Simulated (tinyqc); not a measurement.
Inside a calculation. Model: reverse leakage of an n+-p junction: diffusion, generation, trap-assisted and band-to-band tunnelling.

Numbers from tinyqc (`OMP_NUM_THREADS=1 python tinyqc.py 2290157 2290158 out.jsonl`; about 0.01 s on one thread of a shared Intel Xeon 2.30GHz). Printed values are rounded.

One-sided abrupt junction in the depletion approximation, x from the junction (0) to W on the p side, field F = F0 (1 - x/W). Flat quasi-Fermi levels, long p side. Traps generate through SRH with both lifetimes shortened by 1 + Gamma (Hurkx enhancement, form for moderate fields); band-to-band generation is local and needs a total bending above Eg.

Values chosen for this exercise; band and dielectric values those of a made-up semiconductor: temperature T = 300 K; band gap Eg = 1.26 eV; relative permittivity eps_r = 15.1; conduction-band density of states at T Nc = 2.48e19 cm^-3; valence-band density of states at T Nv = 3.08e19 cm^-3; acceptor density of the lighter side Na = 1.5e16 cm^-3; donor density of the heavier side Nd = 5e19 cm^-3; SRH lifetime of both carriers at zero field tau = 2e-8 s; trap level above the intrinsic level Et = 0 eV; tunnelling mass mt = 0.25 m0; electron diffusion coefficient on the lighter side Dn = 3.8 cm^2/s; band-to-band prefactor Ab = 7.6e14 cm^-0.5 V^-2.5 s^-1; band-to-band field constant Bb = 2.34e7 V/cm; reverse bias VR = 1.2 V.

Constants: q = 1.602176634e-19 C, kB = 1.380649e-23 J/K, hbar = 1.054571817e-34 J s, m0 = 9.1093837015e-31 kg, Vt = kB T/q, eps0 = 8.8541878128e-14 F/cm where lengths are in cm. Results are converted to the units shown.

Range of the model: The n+ side is degenerate, so Vbi from Boltzmann statistics is only a guide.

## Field, scales and diffusion current

ni = sqrt(Nc Nv) exp(-Eg/(2 Vt)), Eg in volts; Vbi = Vt ln(Na Nd/ni^2); W = sqrt(2 eps0 eps_r (Vbi + VR)/(q Na)); F0 = 2 (Vbi + VR)/W; FG = sqrt(24 mt m0 (kB T)^3)/(q hbar); J_diff = q ni^2 sqrt(Dn/tau)(1 - exp(-VR/Vt))/Na.

ni = 7.210527e8 cm^-3
Vbi = 1.080948 V
W = 503.7728 nm
F0 = 90.55463 kV/cm
FG = 368.8420 kV/cm
J_diff = 7.654731e-14 A/cm^2

## Generation rates across the layer

u = (Vbi + VR)(1 - x/W)^2, p = Na exp(-u/Vt), n = Nd exp((u - Vbi - VR)/Vt); G0 = ni^2 (1 - exp(-VR/Vt))/(tau (n + p + 2 ni cosh(Et/Vt))); Gamma = 2 sqrt(3 pi)(F/FG) exp((F/FG)^2); trap-assisted part G0 Gamma; G_bb = Ab F^2.5 exp(-Bb/F) with F in V/cm, zero unless Vbi + VR > Eg, and counted as zero under 1 cm^-3 s^-1. 14 equal steps.

```
point	x (nm)	F (kV/cm)	Gamma	G0 (cm^-3 s^-1)	G0 Gamma (cm^-3 s^-1)	G_bb (cm^-3 s^-1)
0	0.0000	90.55463	1.601080	5.199170e5	8.324290e5	0
1	35.9838	84.08645	1.474424	9.873354e10	1.455751e11	0
2	71.9675	77.61826	1.350583	5.356326e15	7.234164e15	0
3	107.9513	71.15007	1.229309	1.802496e16	2.215824e16	0
4	143.9351	64.68188	1.110359	1.802632e16	2.001569e16	0
5	179.9189	58.21369	0.9935015	1.802632e16	1.790917e16	0
6	215.9026	51.74550	0.8785076	1.802626e16	1.583621e16	0
7	251.8864	45.27732	0.7651564	1.797708e16	1.375528e16	0
8	287.8702	38.80913	0.6532316	9.230508e15	6.029659e15	0
9	323.8539	32.34094	0.5425213	1.327800e14	7.203596e13	0
10	359.8377	25.87275	0.4328174	2.326892e12	1.007120e12	0
11	395.8215	19.40456	0.3239150	9.961423e10	3.226655e10	0
12	431.8052	12.93638	0.2156116	1.049101e10	2.261984e9	0
13	467.7890	6.46819	0.1077064	2.718404e9	2.927894e8	0
14	503.7728	0.00000	0	1.733057e9	0	0
```

## Current components

Each current is q times the trapezoid sum of its rate; J adds J_diff; J_bb under 1e-8 of the sum is given as 0.

J_SRH = 6.042145e-8 A/cm^2
J_TAT = 5.938864e-8 A/cm^2
J_bb = 0 A/cm^2
J = 1.198102e-7 A/cm^2

A fine grid gives J = 1.228e-7 A/cm^2; the coarse sum is 2.4 % below it. On the fine grid the largest part is SRH generation (50.3 %). The simple estimate q ni W/(2 tau cosh(Et/Vt)) is 2.36 times the fine-grid J_SRH of 6.170e-8 A/cm^2, since near both edges n or p is large enough to quench generation.
